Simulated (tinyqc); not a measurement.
Coherent transport through a tight-binding region between two chains, step by step. Computed by tinyqc, a small Python program that keeps every step. Settings: temperature = 300, mu = 0.08. Command: `OMP_NUM_THREADS=1 python tinyqc.py 28890 28891 out.jsonl` (the two numbers bound the seeds that draw the settings). One thread of a shared host (Intel(R) Xeon(R) Processor @ 2.60GHz), about 0.06 s of CPU time with the checks.

## Transmission at E = 0.05 eV

H of the central region (eV), lower triangle:
```
           1          2          3         4
1   0.000000
2  -0.740000   1.450000
3   0.000000  -0.740000   1.450000
4  -0.740000   0.000000  -0.740000  0.000000
```

Leads: semi-infinite chains with site energy 0:
```
parameter                           value
lead hopping t (eV)              2.400000
coupling to the left lead (eV)   1.410000
coupling to the right lead (eV)  0.490000
left contact site                       1
right contact site                      2
```

E = 0.050000 eV

Surface Green function g = (E - i sqrt(4 t^2 - E^2)) / (2 t^2); self-energy tc^2 g on each contact site; G = (E - H - Sigma)^(-1); Gamma = -2 Im Sigma; T = Gamma_L Gamma_R |G_LR|^2; local density of states -Im G_ii / pi.

g = 0.004340-0.416644i 1/eV

G (1/eV), lower triangle:
```
                     1                    2                    3                   4
1  -0.565103-0.391957i
2  -0.032969-0.026662i  -0.734998-0.055843i
3   0.499078+0.345934i  -0.014801+0.020295i  -0.524357-0.305509i
4   0.977171+0.681132i   0.706997+0.094238i   0.374125-0.598285i  0.000808-1.226130i
```

local density of states (1/eV): 0.124764  0.017775  0.097247  0.390289

transmission = 0.000596

## Transmission across the band

The same steps on a grid of energies.

T(E):
```
E (eV)              T
-4.56000000  0.000043
-4.10400000  0.000176
-3.64800000  0.000431
-3.19200000  0.000946
-2.73600000  0.002075
-2.28000000  0.004877
-1.82400000  0.013272
-1.36800000  0.043666
-0.91200000  0.077159
-0.45600000  0.024504
0.00000000          0
0.45600000   0.089491
0.91200000   0.687146
1.36800000   0.002627
1.82400000   0.017584
2.28000000   0.147261
2.73600000   0.201964
3.19200000   0.016795
3.64800000   0.003862
4.10400000   0.001067
4.56000000   0.000201
```

levels of the isolated region (eV): -1.050966  0.429034  1.020966  2.500966

## Current

I = (2e/h) int T(E) [f(E - mu - V/2) - f(E - mu + V/2)] dE at 300 K with mu = 0.08 eV, the bias not changing H; 2e^2/h = 77.48092 microsiemens; the integral runs over the band on 4001 points.

Current:
```
V (volt)  I (microampere)
0.010000         0.001837
0.050000         0.009450
0.100000         0.020556
0.200000         0.054426
0.400000         0.216708
0.800000         1.297050
```
